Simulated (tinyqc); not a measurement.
# From one set of inputs to another, one input at a time

Model: kinetic Monte Carlo and master equation for a particle on a ring of sites with traps and bias. Computed by tinyqc, a small Python program. Command: `OMP_NUM_THREADS=1 python tinyqc.py 3008568 3008569 out.jsonl kmc ladder`. One thread of a shared host (Intel(R) Xeon(R) Processor @ 2.30GHz), about 0.01 s of CPU time with the checks.

8 sites on a ring, numbered 1 to 8. The saddle between i and i+1 lies at E0 + s b_i and site i at s eps_i; a force F tilts the landscape, with the saddle half-way.

The inputs printed are set A. Inputs not listed in the table keep their values of set A, so the rows need not describe a real material.

Inputs (values chosen for the exercise, for a model defect): reference barrier E0 = 0.68 eV; scale factor s of the disorder = 1; attempt frequency nu = 4 THz; temperature T = 450 K; site spacing a = 3.1 angstrom; force F along the ring = 0.0013 eV/angstrom.

Disorder: both.

site energies eps_i (eV): [-0.063, -0.11, 0, 0, -0.035, -0.038, -0.083, -0.084]

saddle shifts b_i between sites i and i+1 (eV): [0.0092, -0.022, -0.054, 0.013, -0.003, -0.0059, 0.055, 0.045]

Constants: k_B = 8.617333262e-05 eV/K.

Method:
- Rates: k(i to i+1) = nu exp(-(E0 + s b_i - s eps_i - F a/2)/(k_B T)), k(i to i-1) = nu exp(-(E0 + s b_(i-1) - s eps_i + F a/2)/(k_B T)).
- Share right = k right/(k right + k left); mean stay = 1/(k right + k left).
- Master equation dP/dt = W P, W_(i+1,i) = k right, W_(i-1,i) = k left, columns summing to zero. The steady state is its null vector; drift v = a sum P_i (k right - k left). D = a^2 lambda''(0)/2, where lambda(q) is the leading eigenvalue of W with right hops weighted by exp(q) and left hops by exp(-q).
- The slowest relaxation rate is minus the real part of the next eigenvalue of W. 1 angstrom = 1e-8 cm.
- At zero force D0 = a^2 nu exp(-E0/(k_B T)) / [<exp(-s eps/(k_B T))> <exp(s b/(k_B T))>], with means over the ring; Einstein relation v = D0 F/(k_B T); 1 angstrom = 1e-8 cm.

Each row keeps all changes above it:
```
input moved                             from     to  diffusivity D (cm^2/s)  zero-force diffusivity D0 (cm^2/s)  slowest relaxation rate (1/s)
set A                                      -      -               1.051e-11                           1.019e-11                      5.146e+03
reference barrier E0 (eV)               0.68   0.67               1.360e-11                           1.318e-11                      6.660e+03
force F along the ring (eV/angstrom)  0.0013  0.041               6.963e-11                           1.318e-11                      4.429e+04
attempt frequency nu (THz)                 4     11               1.915e-10                           3.625e-11                      1.218e+05
temperature T (K)                        450    720               1.424e-07                           6.385e-08                      8.483e+07
site spacing a (angstrom)                3.1    2.8               1.058e-07                           5.209e-08                      7.687e+07
```

Which inputs carry the difference?

Diffusivity D goes from 1.05e-11 to 1.06e-7, a factor 10100 in all. The largest single move comes from temperature T (a factor 744). Zero-force diffusivity D0 goes from 1.02e-11 to 5.21e-8, a factor 5110 in all. The largest single move comes from temperature T (a factor 1760). Slowest relaxation rate goes from 5150 to 7.69e7, a factor 14900 in all. The largest single move comes from temperature T (a factor 696). The single moves hold for this order of the switches; the total does not depend on the order.

Extremes, crossings and ranges named in words are read from the listed rows.
